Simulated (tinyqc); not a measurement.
Worked calculation: defect-molecule model of a vacancy with Jahn-Teller distortion. Values are carried at full precision from step to step, so a last printed digit may differ when a step is redone from the rounded ones.

Four dangling hybrids a, b, c, d point into the vacancy: H_ii = E0, and -gm between any two. A tetragonal distortion Q pairs a with b and c with d: those two couplings become -gm - I Q and the other four -gm + I Q/2, at an elastic cost k Q^2/2. The a1 level holds two electrons; charge states 2+, + and 0 put n = 0, 1, 2 more into the lowest level of t2 origin. Energy from the 2+ state at Q = 0, with the Fermi level mu counted from Ev: W_n(Q) = n (et - 2 I Q) + k Q^2/2 + Uc n (n - 1)/2 - n mu. et = E0 + gm is the undistorted t2 level.

Values chosen for the exercise (of the size used for the vacancy in silicon; not measured data):
- E0 = -0 eV (level of a dangling hybrid, from Ev)
- gm = 0.38 eV (coupling between two dangling hybrids)
- I = 1.02 eV/angstrom (Jahn-Teller coupling)
- k = 17.5 eV/angstrom^2 (force constant of the mode)
- Uc = 0.11 eV (repulsion of two electrons in one orbital)
- Q = 0.08 angstrom (a trial distortion)

## The molecule at a trial distortion

Fill in H at Q.

H (eV), rows a, b, c, d and columns alike:
```
[[0, -0.4616, -0.3392, -0.3392],
 [-0.4616, 0, -0.3392, -0.3392],
 [-0.3392, -0.3392, 0, -0.4616],
 [-0.3392, -0.3392, -0.4616, 0]]
```

## One-electron levels

Diagonalise. By symmetry: a + b + c + d at E0 - 3 gm, a + b - c - d at E0 + gm - 2 I Q, and the pair a - b, c - d at E0 + gm + I Q.

levels (eV): [-1.1400, 0.2168, 0.4616, 0.4616]

The t2 triplet has split by 3 I Q = 0.2448 eV, and its centre has stayed.

## Relaxed charge states

Minimise W_n over Q: Q_n = 2 n I/k, gain n^2 E_JT with E_JT = 2 I^2/k. W_n at mu = 0 is n et - n^2 E_JT + Uc n (n - 1)/2.

E_JT = 0.1189 eV

States:
```
n  charge  Q_n (angstrom)  gain (eV)  W_n (eV)
0      2+          0.0000     0.0000    0.0000
1       +          0.1166     0.1189    0.2611
2       0          0.2331     0.4756    0.3944
```

## Transition levels and the effective U

From the energies W_n of the relaxed states with n = 0, 1, 2 electrons: E(2+/+) = W1 - W0, E(+/0) = W2 - W1, U_eff = E(+/0) - E(2+/+), E(2+/0) = (W2 - W0)/2.

levels above Ev (eV): (2+/+) 0.2611, (+/0) 0.1333, (2+/0) 0.1972

U_eff = -0.1278 eV

U_eff < 0: the second electron is bound more strongly than the first, the + state is never the lowest, and the charge changes by two at 0.1972 eV.

## Vertical against thermal levels

At fixed Q the level for adding the first electron is et - 2 I Q. Capture into 2+ at Q0 = 0 costs et; removal from + at Q1 = 2 I/k takes place at et - 2 E_JT, E_JT = 2 I^2/k; the thermal level lies between, and the Franck-Condon shift is E_JT on each side. et = E0 + gm.

levels (eV): vertical at Q0 0.3800, thermal 0.2611, vertical at Q1 0.1422

Stokes shift = 0.2378 eV

## Checks

- W2 from the formula against a numerical minimum over Q with the level from H(Q): both 0.39439.

Computed by tinyqc, a small Python program: `OMP_NUM_THREADS=1 python tinyqc.py 1481955 1481956 out.jsonl` (the numbers bound the seed that draws the inputs); one thread of a shared host (Intel(R) Xeon(R) Processor @ 2.30GHz), about 0.01 s for the whole set of steps.
